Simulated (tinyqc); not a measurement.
Inside a calculation: overlap of hydrogenic dopants: pairs, impurity band and the Mott density. Values are carried at full precision from step to step, so a last printed digit may differ when a step is redone from the rounded ones.

Ry* = Ry m/eps^2, aB = a0 eps/m. For 1s orbitals a distance rho = R/aB apart, in Ry*: overlap S = exp(-rho)(1 + rho + rho^2/3), J = (2/rho)(1 - (1 + rho) exp(-2 rho)) (attraction to the other ion), Kx = 2 (1 + rho) exp(-rho) (exchange of one electron). One electron on a pair has E = -1 - (J +/- Kx)/(1 +/- S), without the repulsion 2/rho of the ions. Hopping after orthogonalisation: t = (Kx - S J)/(1 - S^2), half the splitting. Dopants on a lattice with z neighbours, n = (3 sqrt3/4)/R^3 (bcc), give a band of width B = 2 z t, as on any lattice of two interpenetrating sublattices. Valleys, central cells and disorder are left out.

Constants: Ry = 13.60569312 eV; a0 (Bohr radius) = 0.5291772105 angstrom; hbar = 6.58211957e-16 eV s.

Values chosen for the exercise (an isotropic mass and dielectric constant of the size used for donors in Ge; not measured data):
```
symbol  value   unit    meaning
m       0.121   m0      mass
eps     16.4            dielectric constant
N       0.0028  1/aB^3  dopant density
rho     3.4     aB      distance of a pair
u       0.945   Ry*     cost of a second electron on one dopant
z       8               neighbours in the dopant lattice
```

## Scales

Form Ry*, aB, and the density N in 1/cm^3 (1/angstrom^3 = 1e24/cm^3).

Ry* = 6.121 meV
aB = 71.723 angstrom
density = 7.589e+15 1/cm^3

## A pair with one electron

Form S, J, Kx, the two levels, t, and the total energy of the lower state with the repulsion, relative to a distant pair (-1).

S, J, Kx: 0.27544  0.58535  0.29368

levels (Ry*): even -1.68920, odd -1.40255

t = 0.14333 Ry*
energy of the pair against a distant one (negative: bound) = -0.10097 Ry*

In this host the pair is 24.4 nm long and its splitting 2t is 1.75 meV.

## The pair with two electrons (two-site Hubbard model)

t is the hopping between the two dopants. Singlet at (u - sqrt(u^2 + 16 t^2))/2 below the triplet at 0; estimate 4 t^2/u; weight of double occupancy (1 - u/sqrt(u^2 + 16 t^2))/2; swap time pi hbar/Jx with Jx the splitting in eV. t and u are in units of Ry*.

singlet-triplet splitting (meV): exact 0.4906, 4 t^2/u 0.5322

double occupancy = 0.0725
swap time = 4.21 ps

The estimate is 8.5 % too high at 4t/u = 0.61.

## The impurity band at this density

Form R/aB, t, B = 2 z t and N^(1/3) aB. Two estimates of the gap between the Hubbard bands: u - B (rigid bands, closing at B = u) and the Hubbard-III rule, which closes at B = (2/sqrt3) u; give B/u.

R/aB = 7.7414
t = 0.00437 Ry*

B: in Ry* 0.070, in meV 0.428

N^(1/3) aB = 0.1409
B/u = 0.074

Both rules leave a gap: an insulator at T = 0. Mott's screening rule, N^(1/3) aB = 0.26, puts this density on the insulating side.

## Checks

- Overlap S against numerical integration in elliptic coordinates: both 0.27544.

tinyqc: `OMP_NUM_THREADS=1 python tinyqc.py 1482054 1482055 out.jsonl`; about 0.01 s, one thread, shared Intel(R) Xeon(R) Processor @ 2.30GHz.
